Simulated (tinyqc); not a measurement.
RKS/PBE0 in the sto-3g basis, for H4, spin multiplicity 1, step by step. One step of it, computed by the program tinyqc.

Task: Iteration 2: building the Kohn-Sham matrix. J_ij = sum D_kl (ij|kl), K_ij = sum D_kl (ik|jl); F = H + J - 0.125 K + V_xc; E = tr D H + tr D J / 2 - 0.0625 tr D K + E_xc + E_nn.

D after iteration 1, order 1H 1s, 2H 1s, 3H 1s, 4H 1s:
$$\begin{pmatrix}
1.076469 & 0.634779 & -0.000785 & -0.127417 \\
0.634779 & 0.379529 & 0.043998 & -0.000785 \\
-0.000785 & 0.043998 & 0.379529 & 0.634779 \\
-0.127417 & -0.000785 & 0.634779 & 1.076469
\end{pmatrix}$$

core Hamiltonian H = T + V (hartree), order 1H 1s, 2H 1s, 3H 1s, 4H 1s:
$$\begin{pmatrix}
-1.233134 & -0.725715 & -0.038030 & -0.003028 \\
-0.725715 & -1.390926 & -0.266017 & -0.038030 \\
-0.038030 & -0.266017 & -1.390926 & -0.725715 \\
-0.003028 & -0.038030 & -0.725715 & -1.233134
\end{pmatrix}$$

Two-electron integrals (ij|kl) in chemists' order, unique and non-zero (hartree):
```
(11|11) 0.774606   (21|11) 0.253405   (21|21) 0.111089   (22|11) 0.437788
(22|21) 0.253405   (22|22) 0.774606   (31|11) 0.006963   (31|21) 0.003633
(31|22) 0.010277   (31|31) 0.000172   (32|11) 0.040704   (32|21) 0.023259
(32|22) 0.074755   (32|31) 0.001377   (32|32) 0.012426   (33|11) 0.177923
(33|21) 0.093899   (33|22) 0.285256   (33|31) 0.006963   (33|32) 0.074755
(33|33) 0.774606   (41|11) 0.000357   (41|21) 0.000197   (41|22) 0.000604
(41|31) 0.000011   (41|32) 0.000100   (41|33) 0.000604   (41|41) 8.28e-07
(42|11) 0.004037   (42|21) 0.002218   (42|22) 0.006963   (42|31) 0.000144
(42|32) 0.001377   (42|33) 0.010277   (42|41) 0.000011   (42|42) 0.000172
(43|11) 0.063620   (43|21) 0.032350   (43|22) 0.093899   (43|31) 0.002218
(43|32) 0.023259   (43|33) 0.253405   (43|41) 0.000197   (43|42) 0.003633
(43|43) 0.111089   (44|11) 0.128942   (44|21) 0.063620   (44|22) 0.177923
(44|31) 0.004037   (44|32) 0.040704   (44|33) 0.437788   (44|41) 0.000357
(44|42) 0.006963   (44|43) 0.253405   (44|44) 0.774606
```

nuclear repulsion = 1.70838011 hartree

V_xc (hartree), order 1H 1s, 2H 1s, 3H 1s, 4H 1s:
$$\begin{pmatrix}
-0.357149 & -0.130757 & -0.004068 & -0.000246 \\
-0.130757 & -0.299697 & -0.031649 & -0.004068 \\
-0.004068 & -0.031649 & -0.299697 & -0.130757 \\
-0.000246 & -0.004068 & -0.130757 & -0.357149
\end{pmatrix}$$

E_xc = sum of w rho eps_xc = -1.03561547 hartree

Give: Coulomb J; exchange K; Kohn-Sham matrix F; total energy of this density.

Result:

Coulomb J (hartree), order 1H 1s, 2H 1s, 3H 1s, 4H 1s:
$$\begin{pmatrix}
1.612 & 0.657 & 0.026 & 0.002 \\
0.657 & 1.512 & 0.204 & 0.026 \\
0.026 & 0.204 & 1.512 & 0.657 \\
0.002 & 0.026 & 0.657 & 1.612
\end{pmatrix}$$

exchange K (hartree), order 1H 1s, 2H 1s, 3H 1s, 4H 1s:
$$\begin{pmatrix}
1.198 & 0.719 & 0.045 & -0.007 \\
0.719 & 0.748 & 0.116 & 0.045 \\
0.045 & 0.116 & 0.748 & 0.719 \\
-0.007 & 0.045 & 0.719 & 1.198
\end{pmatrix}$$

Kohn-Sham matrix F (hartree), order 1H 1s, 2H 1s, 3H 1s, 4H 1s:
$$\begin{pmatrix}
-0.128 & -0.289 & -0.022 & -0.001 \\
-0.289 & -0.272 & -0.108 & -0.022 \\
-0.022 & -0.108 & -0.272 & -0.289 \\
-0.001 & -0.022 & -0.289 & -0.128
\end{pmatrix}$$

total energy of this density = -2.06200 hartree
